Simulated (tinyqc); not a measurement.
Changing the grain-boundary energy gamma_b: capillary instabilities by surface diffusion: grooving and agglomeration of films, edge retraction, wire break-up and smoothing of roughness. Computed by tinyqc, a small Python program. Command: `OMP_NUM_THREADS=1 python tinyqc.py 3005999 3006000 out.jsonl dewet sweep`. One thread of a shared host (Intel(R) Xeon(R) Processor @ 2.30GHz), about 0.01 s of CPU time with the checks.

Isotropic surface energy; shapes change by surface diffusion alone.

Inputs (values chosen for the exercise, of the order of those of a gold film): surface energy gamma_s = 1.47 J/m^2; atomic volume Omega = 17 angstrom^3; surface sites nu = 13 1/nm^2; prefactor D0 = 0.00022 m^2/s; activation energy Q = 0.86 eV; temperature T = 700 K; time t = 1000 s; film thickness h = 50 nm; grain radius R = 140 nm.

Grooves: at the surface only.

Constants: k_B = 8.617333262e-05 eV/K; k_B = 1.380649e-23 J/K.

Method:
- B = D_s nu gamma_s Omega^2/(k_B T), D_s = D0 exp(-Q/(k_B T)).
- Groove angle beta: sin(beta) = gamma_b/(2 gamma). For circular grains of radius R with spherical caps the groove ends (measured from the mean surface) at the depth R g(beta), g = (2 - 3 cos beta + cos^3 beta)/(3 sin^3 beta). The film parts if R g(beta_s) > h.
- Mullins' isolated groove: depth below the flat surface d = 0.780 m (B t)^(1/4), m = tan(beta_s), width between the ridges 4.6 (B t)^(1/4); time to reach h: (h/(0.780 m))^4/B.

One run for each value:
```
grain-boundary energy gamma_b (J/m^2)  critical R/h  beta_s (degrees)  time to reach the substrate (s)
0.147                                         79.93              2.87                        3.325e+04
0.273                                         42.95              5.33                        2.761e+03
0.399                                         29.29              7.80                        5.932e+02
0.525                                         22.16             10.29                        1.925e+02
0.651                                         17.77             12.79                        7.856e+01
0.777                                         14.78             15.32                        3.704e+01
0.903                                         12.60             17.89                        1.925e+01
1.030                                         10.94             20.51                        1.067e+01
```

What does the table show, and why?

Over the rows, critical R/h falls from 79.9 to 10.9 (exponent d ln y / d ln x -1.0 between the first rows and -1.1 between the last); beta_s (degrees) rises from 2.87 to 20.5 (exponent d ln y / d ln x about 1.0 throughout); time to reach the substrate (s) falls from 33200 to 10.7 (exponent d ln y / d ln x -4.0 between the first rows and -4.5 between the last). At the low end the exponent of critical R/h is -1.00, close to -1: g is about beta/4 for small angles.

Caution (all rows): the grains are too small for the surface groove ever to reach the depth h.
